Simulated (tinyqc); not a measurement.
Temperatures in a stack of 4 dies with leakage feedback: one step of the calculation.

One-dimensional heat flow to a sink below die 0. The power of each die is released in a plane at its top; from the plane of die j > 0 heat crosses its silicon (ts), a bond layer and the wiring of die j - 1; from die 0 it crosses t0, paste and sink. Copper shares the path through bond and wiring in parallel: k_eff = fm km + (1 - fm) k. Silicon is taken at the temperature of the plane above it. Leakage is P_l exp((T - 350 K)/Tl).

Task. Resistances per area at 300 K. R = thickness/conductivity for each layer.

Parameters, values chosen for the exercise; conductivities of the order met in silicon, wiring layers, bonds and pastes:

| symbol | value | unit | meaning |
|---|---|---|---|
| k0 | 138 | W/(m K) | conductivity of silicon at 300 K |
| ts | 100 | um | thickness of a thinned die |
| t0 | 300 | um | thickness of the die next to the sink |
| tb | 11 | um | thickness of the wiring layers |
| kb | 2.7 | W/(m K) | conductivity of the wiring layers |
| tg | 10 | um | thickness of a bond layer |
| kg | 0.9 | W/(m K) | conductivity of the bond dielectric |
| fm | 0.1 |  | area share of copper through bond and wiring |
| km | 390 | W/(m K) | conductivity of copper |
| Rt | 0.17 | K cm^2/W | paste and lid |
| Rs | 0.93 | K cm^2/W | heat sink |

Find: thick die; thinned die; k_eff of the bond; k_eff of the wiring; bond plus wiring; paste plus sink.

Result.

thick die = 0.02174 K cm^2/W
thinned die = 0.007246 K cm^2/W
k_eff of the bond = 39.81 W/(m K)
k_eff of the wiring = 41.43 W/(m K)
bond plus wiring = 0.005167 K cm^2/W
paste plus sink = 1.100 K cm^2/W

tinyqc, about 0.03 s, one thread, Intel Xeon 2.30GHz (shared host): `OMP_NUM_THREADS=1 python tinyqc.py 2162185 2162186 out.jsonl`
